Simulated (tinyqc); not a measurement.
Vacuum evaporation: vapour pressure, source flux, thickness distribution, purity and step coverage: one step, computed by the program tinyqc.

Molecular flow, unit sticking of the metal, no re-evaporation. The background gas is taken as water vapour (18.015 g/mol, collision diameter 0.37 nm) at 300 K.

Problem. Scattering and purity. Mean free path lambda = k_B T_g/(sqrt2 pi d^2 p); unscattered share exp(-h/lambda); gas arrival p/sqrt(2 pi m_g k_B T_g); impurity ratio = sticking x gas arrival/metal arrival; monolayer time = 1e15 cm^-2/(sticking x gas arrival).

Inputs (values chosen for the exercise, modelled on germanium, with constants for the liquid):
```
quantity                     value  unit
source temperature T          1700     K
source-to-wafer distance h      17    cm
background pressure p       0.0001    Pa
sticking of background gas     0.2     -
```

arrival rate at the centre = 1.133844e+16 1/(cm^2 s)

Constants: k_B = 1.380649e-23 J/K; u = 1.6605390666e-27 kg.

Give: mean free path; unscattered share; gas arrival rate; impurity ratio; monolayer time.

Solution.

mean free path = 68.098 m

unscattered share = 0.99751

gas arrival rate = 3.5840e+14 1/(cm^2 s)

impurity ratio = 0.0063218

monolayer time = 13.951 s
